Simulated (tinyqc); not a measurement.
What moves the results: core-shell quantum dot (spherical envelope functions). A value that a table varies takes the place of the one given here.

Parabolic bands; strain and other valleys are left out. s states, u = r psi, hard wall at R + H, c = hbar^2/2m0, energies from the band edges of the core. Core: u = sin(k1 r)/k1, k1 = sqrt(m1 E/c). At R, psi and psi'/m are continuous, so u is continuous and its slope in the shell is s = u/R + (m2/m1)(u' - u/R). Shell: u(R + x) = u(R) cos(k2 x) + s sin(k2 x)/k2, k2 = sqrt(m2 (E - V)/c); for negative arguments the functions turn into sinh and cosh. A level has u(R + H) = 0.

Overlap = (integral of u_e u_h)^2 with normalised u. Coulomb integrals J_ab = (q/eps) double integral of u_a(r)^2 u_b(s)^2/max(r, s), q = e^2/(4 pi eps0), one eps everywhere. Exciton E = Eg + E_e + E_h - J_eh; first-order biexciton shift J_ee + J_hh - 2 J_eh (positive: repulsive).

Constants: hbar^2/2m0 = 3.80998211 eV angstrom^2; e^2/(4 pi eps0) = 14.39964547 eV angstrom; hc = 1239.841984 eV nm.

Values chosen for the exercise (near those of an InAs/InP core-shell dot; shifted at random, so the results belong to these values and not to a real crystal): R = 13 angstrom (core radius); Vc = 0.475 eV (conduction edge of the shell above that of the core); Vv = 0.379 eV (hole barrier of the shell); me1 = 0.029 m0 (electron, core); me2 = 0.077 m0 (electron, shell); mh1 = 0.333 m0 (hole, core); mh2 = 0.521 m0 (hole, shell); Eg = 0.422 eV (gap of the core); eps = 11.9 (dielectric constant); Hs = (2, 9, 11, 23, 27, 36, 62) angstrom (shell thicknesses); H = 22 angstrom (shell thickness).

## Growing the shell

All quantities anew for each H.

Results:

| H (angstrom) | E_e (eV) | E_h (eV) | electron in core | overlap | J_eh (meV) | E (eV) | biexciton shift (meV) |
|---|---|---|---|---|---|---|---|
| 2 | 3.7645 | 0.4385 | 0.946 | 0.982 | 129.9 | 4.495 | 1.1 |
| 9 | 1.3206 | 0.2700 | 0.604 | 0.947 | 98.3 | 1.914 | 2.8 |
| 11 | 1.1450 | 0.2624 | 0.535 | 0.928 | 93.7 | 1.736 | 3.6 |
| 23 | 0.7381 | 0.2532 | 0.287 | 0.749 | 75.0 | 1.338 | 12.1 |
| 27 | 0.6866 | 0.2529 | 0.240 | 0.681 | 70.4 | 1.291 | 15.5 |
| 36 | 0.6166 | 0.2528 | 0.168 | 0.539 | 61.8 | 1.230 | 23.1 |
| 62 | 0.5386 | 0.2528 | 0.074 | 0.276 | 44.6 | 1.169 | 41.0 |

The line moves by -3326 meV: the electron gives -3226, the hole -186 and the weaker attraction +85 meV. Over the last step E_e moves by -78.0 meV and E_h by 0.0 meV; the electron level lies above the shell edge Vc, so at this thickness it still spreads with the shell; whether a thicker shell brings it below Vc depends on whether the core binds a level at all. The overlap goes from 0.982 to 0.276, which scales the radiative lifetime by 3.6 if the rate is proportional to it. Up to H = 62 angstrom E_e exceeds 0.15 Eg, where a parabolic band overstates it.

## What each parameter does

All quantities anew. Each row changes one parameter from the base and keeps the others.

Results:

| case | E (eV) | overlap | electron in core | biexciton shift (meV) |
|---|---|---|---|---|
| base | 1.353 | 0.766 | 0.300 | 11.3 |
| R = 16 angstrom | 1.205 | 0.759 | 0.401 | 9.4 |
| H = 27 angstrom | 1.291 | 0.681 | 0.240 | 15.5 |
| Vc = 0.575 eV | 1.421 | 0.784 | 0.316 | 10.4 |
| Vv = 0.284 eV | 1.323 | 0.853 | 0.300 | 7.0 |
| me2 = 0.096 m0 | 1.271 | 0.779 | 0.311 | 10.7 |
| mh1 = 0.266 m0 | 1.365 | 0.801 | 0.300 | 8.9 |
| eps = 13.7 | 1.363 | 0.766 | 0.300 | 9.8 |

The largest shifts from the base row, up to three for each result and ties (the steps differ in size, so this ranks the rows, not the parameters). E (eV): R -0.148, me2 -0.082, Vc +0.068. overlap: Vv +0.087, H -0.085, mh1 +0.035; unchanged at the printed digits by eps. electron in core: R +0.101, H -0.060, Vc +0.016; unchanged at the printed digits by Vv, mh1 and eps. biexciton shift (meV): Vv -4.3, H +4.2, mh1 -2.4.

Computed by tinyqc, a small Python program: `OMP_NUM_THREADS=1 python tinyqc.py 1250246 1250247 out.jsonl` (the numbers bound the seed that draws the inputs); one thread of a shared host (Intel(R) Xeon(R) Processor @ 2.30GHz), about 0.02 s for the whole set of steps.
